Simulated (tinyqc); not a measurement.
Space-charge-limited current through a thin insulating or semi-insulating film with traps: one step, computed by the program tinyqc. Command: `OMP_NUM_THREADS=1 python tinyqc.py 3003542 3003543 out.jsonl sclc walk`. One thread of a shared host (Intel(R) Xeon(R) Processor @ 2.30GHz), about 0.01 s of CPU time with the checks.

One ohmic injecting contact at x = 0 (field zero), drift only, non-degenerate free carriers.

Task: One point of the curve. Free density n_0 = N_c exp(-E_0/k_B T) in equilibrium; trapped density n_t(n) = N_t/(1 + n_1/n), n_1 = N_c exp(-E_t/k_B T). J = e mu n F and (eps eps_0/e) dF/dx = n - n_0 + n_t(n) - n_t(n_0) = rho(n). With F = J/(e mu n): d = (eps eps_0 J/(e^2 mu)) I_1 and V = (eps eps_0 J^2/(e^3 mu^2)) I_2, I_k = int_(n_L)^infinity dn/(n^(k+1) rho(n)), n_L the density at the anode; with u = n_L/n, 200 Gauss-Legendre points in t, u = 1 - (1 - t)^2. Anode field J/(e mu n_L); Mott-Gurney current (9/8) eps eps_0 mu V^2/d^3; ohmic current e n_0 mu V/d.

Inputs (values chosen for the exercise, modelled on HfO2):
```
quantity,value,unit
permittivity eps,22,-
band mobility mu,0.037,cm^2/(V s)
effective density of states N_c,1.1e+20,1/cm^3
trap density N_t,5.9e+15,1/cm^3
"equilibrium Fermi level below the band edge, E_0",0.62,eV
thickness d,1500,nm
"free density at the anode, in units of N_c",1.3e-05,-
temperature T,300,K
trap level E_t below the band edge,0.48,eV
```

Traps: single level.

Constants: k_B = 8.617333262e-05 eV/K; eps_0 = 8.8541878128e-12 F/m; e = 1.602176634e-19 C.

Give: I_1; I_2; current density J; voltage V; anode field over mean field V/d; trap-free Mott-Gurney current; ohmic current.

Result:

I_1 = 7.181e-32 cm^6

I_2 = 2.942e-47 cm^9

current density J = 1.019 A/cm^2

voltage V = 10.56 V

anode field over mean field V/d = 1.707

trap-free Mott-Gurney current = 2.678 A/cm^2

ohmic current = 1.763e-06 A/cm^2
